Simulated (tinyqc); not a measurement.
Heisenberg spin cluster by exact diagonalisation: multiplets, susceptibility, level crossings: one step, computed by the program tinyqc.

H = J1 sum S_i.S_j over the bonds 1-2, 2-3, 3-4, 4-1 + J2 sum over 1-3, 2-4 - g mu_B B S_z; J > 0 is antiferromagnetic.

Problem. The block with S_z = 0. Basis: products of m values. S_i.S_j = m_i m_j on the diagonal and (1/2) sqrt[s(s+1) - m_i(m_i+1)] sqrt[s(s+1) - m_j(m_j-1)], s the spin of a site, between states that differ by one flip up and one down.

Inputs (values chosen for the exercise, for a model cluster): exchange J1 = 7.41 meV; exchange J2 = 3 meV.

Cluster: square with diagonals J2. Spin s of each site: 0.5.

Give: H at B = 0.

Solution.

H at B = 0 (meV), lower triangle (symmetric):
```
                     +0.5 +0.5 -0.5 -0.5  +0.5 -0.5 +0.5 -0.5  +0.5 -0.5 -0.5 +0.5  -0.5 +0.5 +0.5 -0.5  -0.5 +0.5 -0.5 +0.5  -0.5 -0.5 +0.5 +0.5
+0.5 +0.5 -0.5 -0.5               -1.500
+0.5 -0.5 +0.5 -0.5                3.705               -5.910
+0.5 -0.5 -0.5 +0.5                1.500                3.705               -1.500
-0.5 +0.5 +0.5 -0.5                1.500                3.705                0.000               -1.500
-0.5 +0.5 -0.5 +0.5                3.705                0.000                3.705                3.705               -5.910
-0.5 -0.5 +0.5 +0.5                0.000                3.705                1.500                1.500                3.705               -1.500
```
